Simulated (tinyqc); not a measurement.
Inside a calculation. Method: lattice vibrations of a chain. One step of it, computed by the program tinyqc.

Problem. Frequencies. omega^2 are the eigenvalues; wavenumber = 521.4708 sqrt(eigenvalue) 1/cm.

D(q) (eV/(angstrom^2 u)):
```
                     1                    2
1             0.187393  -0.482279+0.234768i
2  -0.482279-0.234768i             3.775108
```

Give: eigenvalues; wavenumbers; weights |e|^2 of the mass-weighted modes.

Solution.

eigenvalues: 0.1089  3.8536

wavenumbers (1/cm): 172.1  1023.7

weights |e|^2 of the mass-weighted modes:
```
        mode 1  mode 2
atom 1  0.9790  0.0210
atom 2  0.0210  0.9790
```
